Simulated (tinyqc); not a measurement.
Inside a calculation: special k points of the simple cubic lattice. Values are carried at full precision from step to step, so a last printed digit may differ when a step is redone from the rounded ones.

Lattice vectors in units of a: a1 = (1, 0, 0), a2 = (0, 1, 0), a3 = (0, 0, 1); reciprocal vectors b_i with a_i . b_j = 2 pi delta_ij. Mesh: k = sum_i f_i b_i with f_i = (2 j_i + shift)/(2 N), j_i = 0 .. N-1. The point group of the lattice has 48 operations; only those that map the mesh onto itself are used.

Parameters, chosen for this exercise: N = 4 (points along each reciprocal vector); shift = 0 (half steps); D = 1.61 eV (half gap term); t = 0.75 eV (coupling); e0 = 1.52 eV (offset).

## Irreducible points and weights

Join points that an operation carries into one another (modulo reciprocal vectors); list each class by its first point in the order of (j1, j2, ...).

Irreducible points:
```
f1          f2      f3  weight
0.0000  0.0000  0.0000       1
0.0000  0.0000  0.2500       6
0.0000  0.0000  0.5000       3
0.0000  0.2500  0.2500      12
0.0000  0.2500  0.5000      12
0.0000  0.5000  0.5000       3
0.2500  0.2500  0.2500       8
0.2500  0.2500  0.5000      12
0.2500  0.5000  0.5000       6
0.5000  0.5000  0.5000       1
```

operations that keep the mesh = 48
irreducible points = 10

The weights add up to 64 = N^3; symmetry saves a factor 6.4.

## Which stars the mesh integrates

A_m(k) = sum over the m-th star of lattice vectors R of cos(k . R), stars in order of length: m = 1: |R|^2 = 1, 6 vectors, such as (1, 0, 0) in the basis a_i; m = 2: |R|^2 = 2, 12 vectors, such as (1, 1, 0) in the basis a_i; m = 3: |R|^2 = 3, 8 vectors, such as (1, 1, 1) in the basis a_i; m = 4: |R|^2 = 4, 6 vectors, such as (2, 0, 0) in the basis a_i; m = 5: |R|^2 = 5, 24 vectors, such as (2, 1, 0) in the basis a_i; m = 6: |R|^2 = 6, 24 vectors, such as (2, 1, 1) in the basis a_i. The zone mean of every A_m is zero.

Lattice vectors in units of a: a1 = (1, 0, 0), a2 = (0, 1, 0), a3 = (0, 0, 1); f are fractions of the reciprocal vectors. Evaluate the first six A_m at each irreducible point (k . R = 2 pi sum f_i n_i) and form the weighted means.

A_m at the points:
```
       m=1     m=2     m=3     m=4      m=5     m=6
1    6.000  12.000   8.000   6.000   24.000  24.000
2    4.000   4.000   0.000   2.000    0.000  -8.000
3    2.000  -4.000  -8.000   6.000    8.000  -8.000
4    2.000   0.000   0.000  -2.000   -8.000   0.000
5    0.000  -4.000   0.000   2.000    0.000   8.000
6   -2.000  -4.000   8.000   6.000   -8.000  -8.000
7    0.000   0.000   0.000  -6.000    0.000   0.000
8   -2.000   0.000   0.000  -2.000    8.000   0.000
9   -4.000   4.000   0.000   2.000    0.000  -8.000
10  -6.000  12.000  -8.000   6.000  -24.000  24.000
```

weighted means: m=1 0.000, m=2 0.000, m=3 0.000, m=4 0.000, m=5 0.000, m=6 0.000

All six means vanish: the mesh is exact for functions whose Fourier series ends within these stars.

## A zone average from the irreducible points

Test function, the lower band of a two-band insulator: E(k) = -sqrt(D^2 + (e0 - t A_1(k))^2).

Lattice vectors in units of a: a1 = (1, 0, 0), a2 = (0, 1, 0), a3 = (0, 0, 1). Evaluate E at each point and take the weighted mean; the reference uses the unshifted mesh with N = 24.

E at the points (eV): -3.3871  -2.1869  -1.6101  -1.6101  -2.2142  -3.4224  -2.2142  -3.4224  -4.7982  -6.2316

weighted mean = -2.6766 eV
reference mean = -2.6788 eV

The error is +2.24 meV with 10 points.

## Checks

- Weighted mean over irreducible points against the plain mean over the whole mesh (eV): both -2.676554.
- Reference mean against a mesh of N = 30 (eV): both -2.6788.

Program tinyqc; command `OMP_NUM_THREADS=1 python tinyqc.py 1680343 1680344 out.jsonl`; about 0.1 s on one thread of a shared Intel(R) Xeon(R) Processor @ 2.30GHz.
